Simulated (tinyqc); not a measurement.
Frequency dispersion of an accumulation capacitance by border traps, distributed model: two steps of the calculation.

Traps spread evenly through the insulator exchange electrons with the semiconductor by tunnelling, with tau(x) = t0 exp(2 ka x) at depth x from the interface. The admittance per area Y seen at depth x obeys dY/dx = -Y^2/(i w eps0 eox) + q Nb ln(1 + i w tau)/tau, with Y(0) = i w Cs and w = 2 pi f; the gate sees Y(tox) = G + i w C. Working variable y = Y/(i w), in uF/cm^2. Cox = eps0 eox/tox.

Inputs (values chosen for the exercise); permittivity close to that of silicon dioxide: relative permittivity of the insulator eox = 4.05; insulator thickness tox = 6.7 nm; semiconductor capacitance in accumulation Cs = 0.51 uF/cm^2; density of border traps Nb = 5e19 cm^-3 eV^-1; decay constant of the wave function in the insulator ka = 4 1/nm; time constant of a trap at the interface t0 = 5e-9 s; frequency f = 1000 Hz; depth down to which the steps are taken xe = 1.9 nm.

Constants: q = 1.602176634e-19 C, eps0 = 8.8541878128e-14 F/cm where lengths are in cm. Results are converted to the units shown.

Task 1. Scales and lumped estimate. Cox; trap-free value 1/(1/Cox + 1/Cs); response depth d = ln(1/(w t0))/(2 ka), where w tau = 1; lumped estimate: all traps within d act as C_bt = q Nb d placed at d/2, so C = 1/{1/[1/(1/Cs + d/(2 eps0 eox)) + C_bt] + (tox - d/2)/(eps0 eox)}.

Find: Cox; trap-free C; d; C_bt; lumped C.

Result 1.

Cox = 0.5352 uF/cm^2
trap-free C = 0.2612 uF/cm^2
d = 1.296 nm
C_bt = 1.038 uF/cm^2
lumped C = 0.4252 uF/cm^2

The traps within reach amount to 2.04 Cs and lie in the first 19.3 % of the insulator.

Task 2. Midpoint steps through the active depth. In terms of y: dy/dx = -y^2/(eps0 eox) + s(x), s = q Nb ln(1 + z)/z, z = i w tau. 8 midpoint steps of h = xe/8: y_half = y + (h/2) y'(x, y), y(new) = y + h y'(x + h/2, y_half).

Find: x; s; y.

Result 2.

| point | x (nm) | s (uF/(cm^2 nm)) | y (uF/cm^2) |
|---|---|---|---|
| 0 | 0 | 0.80109-0.00001i | 0.5100+0.0000i |
| 1 | 0.23750 | 0.80109-0.00008i | 0.6767+0.0000i |
| 2 | 0.47500 | 0.80109-0.00056i | 0.8290-0.0001i |
| 3 | 0.71250 | 0.80106-0.00376i | 0.9655-0.0004i |
| 4 | 0.95000 | 0.80004-0.02509i | 1.0855-0.0026i |
| 5 | 1.1875 | 0.75847-0.15484i | 1.1878-0.0170i |
| 6 | 1.4250 | 0.35070-0.31162i | 1.2323-0.0797i |
| 7 | 1.6625 | 0.06480-0.12524i | 1.1715-0.1140i |
| 8 | 1.9000 | 0.00998-0.03086i | 1.0934-0.1112i |

Program tinyqc, `OMP_NUM_THREADS=1 python tinyqc.py 2202176 2202177 out.jsonl`; Intel Xeon 2.30GHz, shared host, one thread, about 0.5 s.
